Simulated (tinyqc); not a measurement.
Band edges of strained Si(1-x)Ge(x) on relaxed Si(1-y)Ge(y): sweeps and comparisons. A value that a table varies takes the place of the one given here.

Values are linear in the Ge fraction but for ED(x) = linear - CD x (1 - x) and a(x) = linear - Ca x (1 - x). Energies are on the common scale of Ev.

Coherent growth on a (001) face: e_par = (a(y) - a(x))/a(x), e_perp = -2 (C12/C11) e_par; exx = eyy = e_par, ezz = e_perp, no shear.

A valley with unit axis u lies at Ev + gap + (av + a_valley) tr(e) + Xu (u.e.u - tr(e)/3); the Delta axes are x, y, z and the L axes [111], [1-1-1], [-11-1], [-1-11]. The second-order shift of the Delta valleys under shear is left out; it lowers the pair normal to the sheared plane by tens of meV at a shear of 1 %.

Valence edges: Ev plus the levels of the 6 x 6 matrix of X, Y, Z times spin with -Dso/3 + l exx + m (eyy + ezz) on the diagonal (cyclic), n exy off it, l = av + 2 b, m = av - b, n = sqrt(3) d. Spin-orbit term (Dso/3) L.sigma on X, Y, Z with (L_k)_ij = -i epsilon_kij: <X+|H|Y+> = -i Dso/3, <X+|H|Z-> = Dso/3, <Y+|H|Z-> = -i Dso/3, <Z+|H|X-> = -Dso/3, <Z+|H|Y-> = i Dso/3, <X-|H|Y-> = i Dso/3, and their conjugates; + and - are the spin along z.

Coherent growth: e_par = (a(y) - a(x))/a(x). (001): e_perp = -2 (C12/C11) e_par; exx = eyy = e_par, ezz = e_perp, no shear. (111): e_perp = -(2 C11 + 4 C12 - 4 C44)/(C11 + 2 C12 + 4 C44) e_par; exx = eyy = ezz = (2 e_par + e_perp)/3 and exy = eyz = ezx = (e_perp - e_par)/3. (110): e_perp = -(C11 + 3 C12 - 2 C44)/(C11 + C12 + 2 C44) e_par; exx = eyy = (e_par + e_perp)/2, ezz = e_par, exy = (e_perp - e_par)/2, eyz = ezx = 0.

Values chosen for the exercise (end members near Si and Ge, in this order; not measured data):
```
symbol  value           unit      meaning
a       (5.434, 5.655)  angstrom  lattice constant
Dso     (0.044, 0.292)  eV        spin-orbit splitting
av      (2.49, 1.23)    eV        valence hydrostatic potential
b       (-2.08, -2.55)  eV        tetragonal shear potential
d       (-4.8, -5.34)   eV        trigonal shear potential
C11     (166, 129.1)    GPa
C12     (63.4, 48)      GPa
C44     (79.3, 67.1)    GPa
Ev      (0, 0.65)       eV        top of the unstrained valence band
ED      (1.163, 0.945)  eV        gap to the Delta valleys
EL      (2.042, 0.748)  eV        gap to the L valleys
aD      (1.66, 1.43)    eV        hydrostatic potential of the Delta gap
aL      (-3.01, -2.72)  eV        hydrostatic potential of the L gap
XuD     (9.07, 9.26)    eV        uniaxial potential, Delta
XuL     (15.62, 15.58)  eV        uniaxial potential, L
CD      0.236           eV        bowing of the Delta gap
Ca      0               angstrom  bowing of the lattice constant
face    001                       growth face
y       0.64                      Ge fraction of the relaxed buffer
x       0.26                      Ge fraction of the layer
```

## Composition of the layer

The buffer is kept. dEc = Ec(buffer) - Ec(layer), dEv = Ev(layer) - Ev(buffer); buffer edges Ev(y) and Ev(y) + min(ED, EL). The digit behind Delta or L counts whole valleys.

Results:
```
x     e_par (%)  lowest valleys  gap (eV)  next valleys above (meV)  valence splitting (meV)  dEc (eV)  dEv (eV)
0.09       2.23          Delta2     0.783                       357                      232     0.330    -0.144
0.22       1.69          Delta2     0.821                       272                      171     0.268    -0.120
0.35       1.16          Delta2     0.864                       187                      113     0.197    -0.092
0.48       0.64          Delta2     0.911                       103                       58     0.115    -0.056
0.61       0.12          Delta2     0.958                        19                       10     0.023    -0.012
0.74      -0.39          Delta4     0.911                        64                       31    -0.016     0.074
0.87      -0.90          Delta4     0.842                        66                       65    -0.046     0.173
1.00      -1.41              L4     0.734                        48                       95    -0.039     0.275
```

The gap is 0.783 eV in the first row and 0.734 eV in the last, with its largest listed value, 0.958 eV, at x = 0.61. The lowest valleys change: Delta2 to Delta4 between x = 0.61 and 0.74, Delta4 to L4 between x = 0.87 and 1.00. Per 0.1 of x the valence offset moves by +46 meV on average; the conduction offset lies between -46 and +330 meV, not monotonically. Electrons and holes sit on opposite sides in every row (type II). Offsets below about 30 meV are within the spread of parameter sets, so those rows do not settle the type. Strains above 2 % can be kept only in layers of a few nanometres.

## Composition of the buffer

The layer is kept. dEc = Ec(buffer) - Ec(layer), dEv = Ev(layer) - Ev(buffer); buffer edges Ev(y) and Ev(y) + min(ED, EL). The digit behind Delta or L counts whole valleys.

Results:
```
y     e_par (%)  lowest valleys  gap (eV)  next valleys above (meV)  valence splitting (meV)  dEc (eV)  dEv (eV)
0.00      -1.05          Delta4     0.944                       168                       48     0.038     0.181
0.12      -0.56          Delta4     0.998                        90                       34     0.016     0.098
0.23      -0.12          Delta4     1.047                        19                        9     0.003     0.021
0.35       0.36          Delta2     1.012                        58                       31     0.052    -0.032
0.46       0.80          Delta2     0.947                       129                       75     0.122    -0.064
0.58       1.29          Delta2     0.872                       207                      127     0.204    -0.097
0.69       1.73          Delta2     0.802                       278                      176     0.285    -0.125
0.81       2.21          Delta2     0.724                       355                      230     0.380    -0.154
```

The gap is 0.944 eV in the first row and 0.724 eV in the last, with its largest listed value, 1.047 eV, at y = 0.23: it peaks near the match y = x, since strain of either sign narrows it. The lowest valleys change: Delta4 to Delta2 between y = 0.23 and 0.35. Per 0.1 of y the valence offset moves by -41 meV on average; the conduction offset lies between +3 and +380 meV, not monotonically. Both carriers sit on one side for y = 0.00, 0.12 and 0.23, and on opposite sides elsewhere. Offsets below about 30 meV are within the spread of parameter sets, so those rows do not settle the type. Strains above 2 % can be kept only in layers of a few nanometres.

## The same layer on three faces

dEc = Ec(buffer) - Ec(layer), dEv = Ev(layer) - Ev(buffer); buffer edges Ev(y) and Ev(y) + min(ED, EL). The digit behind Delta or L counts whole valleys.

Results:
```
face   e_par (%)  lowest valleys  gap (eV)  next valleys above (meV)  valence splitting (meV)  dEc (eV)  dEv (eV)  Delta spread (meV)  L spread (meV)
(001)       1.53          Delta2     0.834                       245                      153     0.247    -0.112                 245               0
(111)       1.53          Delta6     1.000                       309                      161     0.065    -0.096                   0             302
(110)       1.53          Delta4     0.965                       104                      158     0.103    -0.099                 104             238
```

On (001) only the Delta valleys split (245 meV), on (111) only the L valleys (302 meV), on (110) both (104 and 238 meV). The lowest valleys are Delta2 on (001), Delta6 on (111) and Delta4 on (110); the smallest gap is 0.834 eV on (001) and the largest 1.000 eV on (111).

## What each parameter does

dEc = Ec(buffer) - Ec(layer), dEv = Ev(layer) - Ev(buffer); buffer edges Ev(y) and Ev(y) + min(ED, EL). Each row changes one parameter from the base and keeps the others.

Results:
```
case                      gap (eV)  valence splitting (meV)  dEc (eV)  dEv (eV)
base                        0.8337                    153.2    0.2474   -0.1120
x = 0.29                    0.8437                    139.7    0.2310   -0.1056
y = 0.67                    0.8145                    166.6    0.2698   -0.1196
CD = 0.286 eV               0.8241                    153.2    0.2455   -0.1120
Dso = (0.051, 0.336) eV     0.8360                    150.9    0.2474   -0.1143
aD = (1.909, 1.644) eV      0.8383                    153.2    0.2429   -0.1120
XuD = (10.43, 10.649) eV    0.8092                    153.2    0.2719   -0.1120
b = (-2.392, -2.932) eV     0.8171                    178.7    0.2474   -0.0954
Ev = (0, 0.747) eV          0.8337                    153.2    0.2843   -0.1489
```

The largest shifts from the base row, up to three for each result and ties (the steps differ in size, so this ranks the rows, not the parameters). gap (eV): XuD -0.0245, y -0.0192, b -0.0166; unchanged at the printed digits by Ev. valence splitting (meV): b +25.5, x -13.5, y +13.4; unchanged at the printed digits by CD, aD, XuD and Ev. dEc (eV): Ev +0.0369, XuD +0.0245, y +0.0224; unchanged at the printed digits by Dso and b. dEv (eV): Ev -0.0369, b +0.0166, y -0.0076; unchanged at the printed digits by CD, aD and XuD. The lowest valleys of the layer are Delta2, so among the conduction-band potentials only those of that family reach the gap and dEc; the buffer is unstrained. A shift large enough to swap the lowest family would change that.

(tinyqc, `OMP_NUM_THREADS=1 python tinyqc.py 1051478 1051479 out.jsonl`, Intel(R) Xeon(R) Processor @ 2.30GHz, 1 thread, shared host, about 0.01 s.)
